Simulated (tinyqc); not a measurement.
Trap density by the high-low method.

Question. In depletion, where minority carriers are negligible, a MOS capacitor has 1/C_LF = 1/Cox + 1/(Cd + q Dit) and 1/C_HF = 1/Cox + 1/Cd. Find Cd and Dit.

Constants: q = 1.602176634e-19 C. Results are converted to the units shown.

Cox, C_LF, C_HF (uF/cm^2): 1.4408178  0.080859225  0.018144063

Solution. Removing Cox from each series combination leaves Cd + q Dit and Cd; their difference over q is Dit.

Cd = 0.0184 uF/cm^2
Dit = 4.20e11 cm^-2 eV^-1

Program tinyqc, `OMP_NUM_THREADS=1 python tinyqc.py 2060147 2060148 out.jsonl`; Intel Xeon 2.30GHz, shared host, one thread, about 0.01 s.
